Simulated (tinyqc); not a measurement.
Convergence with the plane-wave basis: k.p theory built from an empirical-pseudopotential calculation at Gamma.

Empirical pseudopotential on the fcc lattice, atoms at +/- tau, tau = a (1,1,1)/8, no spin-orbit coupling. H(G,G') = c (2 pi/a)^2 |k + G|^2 delta + VS(q) cos(q.tau) + i VA(q) sin(q.tau), q = G - G', c = hbar^2/2m0; k and G in units of 2 pi/a; VS at |q|^2 = 3, 8, 11 and VA at 3, 4, 11, in rydberg, zero elsewhere. The basis holds all G with |G|^2 up to a cut-off. Energies are counted from the fourth level at Gamma.

For a multiplet A of d_A states, W(B) = (4 c/(3 d_A)) sum over n in A, m in B and i = x, y, z of |<n|G_i|m>|^2 (G in 1/angstrom, <n|G_i|m> = sum_G c_n(G)* G_i c_m(G)); the mean inverse mass of A is 1 + sum_B W(B)/(E_A - E_B). Multiplets with W = 0 are left out.

Valence parameters: D(u) = c + 4 c^2 sum_m <n|u.G|m><m|u.G|n'>/(0 - E_m) on the valence triplet, in units of c, has eigenvalues L, M, M along [100] and (L + 2M + 2N)/3, (L + 2M - N)/3 twice along [111]; g1 = -(L + 2M)/3, g2 = -(L - M)/6, g3 = -N/6.

Constants: hbar^2/2m0 = 3.80998211 eV angstrom^2; Ry = 13.60569312 eV.

Parameters, chosen for this exercise (out of a larger set: near those of Ge; not measured data): a = 5.656 angstrom (lattice constant); VS = (-0.224, 0.008, 0.06) Ry (symmetric form factors); VA = (0, 0, 0) Ry (antisymmetric form factors).

E_s is the lowest empty singlet, Ep its W to the valence triplet, m its mass.

Results:
```
cut-off  plane waves  E_s (eV)  Ep (eV)  m (m0)    g1    g2    g3
8                 27     0.999    20.07  0.0475  9.02  2.90  3.92
11                51     1.164    20.05  0.0550  7.97  2.52  3.36
12                59     1.191    20.05  0.0562  7.95  2.42  3.33
16                65     1.191    20.05  0.0562  7.96  2.42  3.33
19                89     1.183    20.06  0.0558  7.99  2.44  3.35
20               113     1.171    20.07  0.0553  8.05  2.47  3.38
24               137     1.171    20.07  0.0552  8.05  2.47  3.38
```

Against the last row, E_s errs most, by -0.172 eV, at cut-off 8, and by 0.000 eV in the last row but one. Ep varies by 0.1 % over the table and m by 15.7 %: the mass, near E_s/Ep, inherits the errors of both. Local form factors fix the converged values only roughly. The gap is a difference of two levels, so it need not converge steadily, and here it does not.

Run: tinyqc, `OMP_NUM_THREADS=1 python tinyqc.py 1050322 1050323 out.jsonl`; Intel(R) Xeon(R) Processor @ 2.30GHz, one thread, shared host; about 0.4 s of CPU time with all checks.
